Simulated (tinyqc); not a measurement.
Finite line against the semi-infinite law: electromigration in a confined line: Blech product, Korhonen stress evolution and Black's law. Computed by tinyqc, a small Python program. Command: `OMP_NUM_THREADS=1 python tinyqc.py 3029431 3029432 out.jsonl emigr walk`. One thread of a shared host (Intel(R) Xeon(R) Processor @ 2.30GHz), about 0.01 s of CPU time with the checks.

The electron wind pushes atoms from the cathode (x = 0) to the anode (x = L); blocking ends build a back stress (tension positive). The input rho is taken not to change with temperature. d sigma/dt = d/dx [kappa (d sigma/dx + G)], with zero flux at both ends and sigma = sigma_0 at t = 0.

Inputs (values chosen for the exercise, close to those used for copper lines):
```
quantity                      value          unit
resistivity rho                4.02  micro-ohm cm
atomic volume Omega            11.8    angstrom^3
effective charge number Z*     0.97             -
prefactor D0                1.9e-08         m^2/s
activation energy E           0.832            eV
effective modulus B              23           GPa
critical stress sigma_c         110           MPa
initial stress sigma_0           22           MPa
current density j               2.1       MA/cm^2
line length L                    86            um
test temperature T              270             C
```

Start: thermal stress.

Constants: e = 1.602176634e-19 C; k_B = 8.617333262e-05 eV/K; k_B = 1.380649e-23 J/K.

Method:
- G = Z* e rho j/Omega; D = D0 exp(-E/(k_B T)); kappa = D B Omega/(k_B T); drift velocity of an unconfined line v = D Z* e rho j/(k_B T). SI: 1 micro-ohm cm = 1e-8 ohm m, 1 MA/cm^2 = 1e10 A/m^2.
- Temperatures in kelvin are T(C) + 273.15.
- At steady state sigma(x) = sigma_0 + G (L/2 - x). A void forms only if the cathode stress reaches sigma_c, that is if j L exceeds (j L)_c = 2 Omega (sigma_c - sigma_0)/(Z* e rho). Time scale tau = L^2/kappa.
- sigma(x, t) = sigma_0 + G L [1/2 - x/L - 4 sum_(m odd) cos(m pi x/L) exp(-m^2 pi^2 s)/(m pi)^2], s = t/tau, summed to m = 399.
- Semi-infinite line: sigma(0, t) = sigma_0 + 2 G L sqrt(s/pi). One-term form: keep m = 1 alone.

tau = 156.781 h

stress gradient G = 11.1185 MPa/um

Cathode stress (MPa):
```
s           t (h)  full series  semi-infinite  one term
0.002  3.1356e-01        70.25          70.25    120.14
0.005  7.8390e-01        98.29          98.29    131.23
0.01   1.5678e+00       129.89         129.89    148.99
0.02   3.1356e+00       174.59         174.59    181.98
0.05   7.8390e+00       263.00         263.26    263.51
0.1    1.5678e+01       355.65         363.19    355.66
0.2    3.1356e+01       446.26         504.52    446.26
0.4    6.2712e+01       492.62         704.38    492.62
0.8    1.2542e+02       499.95         987.04    499.95
```

Among these rows the semi-infinite law holds to 1 % up to s = 0.05 and the one-term form from s = 0.05 on: the far end is felt once sqrt(kappa t) is no longer small against L, and by then the terms with m > 1 have nearly died out. The critical stress 110 MPa is passed between s = 0.005 and 0.01. Caution: rows beyond sigma_c are formal, since a void ends the model there.
